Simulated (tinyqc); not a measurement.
# Sheet resistance of a shallow doped layer with concentration-dependent mobility and limited activation, step by step

A worked calculation. Computed by tinyqc, a small Python program that keeps every step. Command: `OMP_NUM_THREADS=1 python tinyqc.py 3003121 3003122 out.jsonl irvin walk`. One thread of a shared host (Intel(R) Xeon(R) Processor @ 2.30GHz), about 0.01 s of CPU time with the checks. Intermediate numbers are printed to about 6 digits and carried at full precision; extremes and crossings named in words are read from the listed rows.

A layer of one dopant lies in a background of the opposite type. Current flows parallel to the surface down to the junction; depletion is ignored.

Inputs (values chosen for the exercise, modelled on antimony in silicon):
```
quantity                         value        unit
surface concentration C_s      2.4e+21      1/cm^3
length l                            72          nm
background C_B                 2.3e+17      1/cm^3
mobility floor mu_min             62.8  cm^2/(V s)
mobility mu_max                   1370  cm^2/(V s)
reference density N_r            1e+17      1/cm^3
exponent alpha                   0.694           -
prefactor of the active limit    4e+21      1/cm^3
energy of the active limit       0.555          eV
anneal temperature T               850           C
```

Profile: Gaussian.

Constants: k_B = 8.617333262e-05 eV/K; e = 1.602176634e-19 C.

## Active limit and depths

C(x) = C_s exp(-x^2/(2 l^2)). Temperatures in kelvin are T(C) + 273.15. Active limit C_a = prefactor x exp(-energy/(k_B T)); the junction lies where C = C_B, and the profile exceeds C_a down to x_a (zero if C_s is below C_a). Slope at the junction in nm per decade = ln(10) C/|dC/dx|.

active limit C_a = 1.29323e+19 1/cm^3

junction depth x_j = 309.732 nm

depth x_a = 232.717 nm

abruptness at the junction = 38.5385 nm/decade

## Local values

Active density N = min(C, C_a); carriers n = N - C_B; mobility mu = mu_min + (mu_max - mu_min)/(1 + ((N + C_B)/N_r)^alpha). Conductivity e n mu. Depths are 0, 0.2, 0.4, 0.6, 0.8 and 0.95 of x_j.

Along the depth:
```
x (nm)    C (1/cm^3)   N (1/cm^3)  mu (cm^2/(V s))  conductivity (S/cm)
0.000    2.40000e+21  1.29323e+19          105.564              214.837
61.946   1.65757e+21  1.29323e+19          105.564              214.837
123.893  5.46077e+20  1.29323e+19          105.564              214.837
185.839  8.58138e+19  1.29323e+19          105.564              214.837
247.786  6.43253e+18  6.43253e+18          130.066              129.253
294.246  5.66931e+17  5.66931e+17          313.094               16.902
```

## Sheet resistance

Integrals from 0 to x_j, where C = C_B (Gauss-Legendre, 60 points on each smooth piece; 1 nm = 1e-7 cm): dose int C dx, carriers int n dx, mean mobility int n mu dx/int n dx, R_s = 1/(e int n mu dx).

chemical dose = 2.16569e+16 1/cm^2

sheet carrier density = 3.20071e+14 1/cm^2

mean mobility = 108.291 cm^2/(V s)

sheet resistance R_s = 180.074 ohm/square

carriers per dopant atom = 0.0147792

product R_s x_j = 55774.7 ohm nm

A box at the active limit as deep as x_j would give 150 ohm/square, the least this anneal allows at that depth. Clipping at C_a leaves 99 % of the dose without carriers (compensation included).

## Raising the surface concentration at fixed length

The last column drops the active limit.

Layers:
```
C_s (1/cm^3)  x_j (nm)  dose (1/cm^2)  mean mu (cm^2/(V s))  R_s (ohm/square)  R_s if all active
3.00e+18       163.181    2.64374e+13               197.591           1392.51            1392.51
1.00e+19       197.765    8.96954e+13               133.735            548.12             548.12
3.00e+19       224.725    2.70228e+14               114.534            324.76             236.09
1.00e+20       250.966    9.01943e+14               111.017            254.37              86.98
2.00e+20       264.897    1.80435e+15               110.032            230.43              47.04
5.00e+20       282.260    4.51153e+15               109.178            207.28              20.14
1.00e+21       294.715    9.02348e+15               108.723            193.82              10.40
2.00e+21       306.666    1.80474e+16               108.371            182.69               5.31
```

R_s falls as C_s^-0.77 between the first rows and as C_s^-0.09 between the last. Below C_a = 1.3e19 the exponent is set by the mobility, which drops from 198 towards mu_min, and by compensation. Above C_a extra dose only widens the clipped region: in the last row R_s is 34.40 times the fully active value. Caution: in rows with more than about 2e20 active atoms per cm^3 measured mobilities fall further than this form.

Checks made by the program: sheet conductance against adaptive quadrature (relative difference below 1e-10).
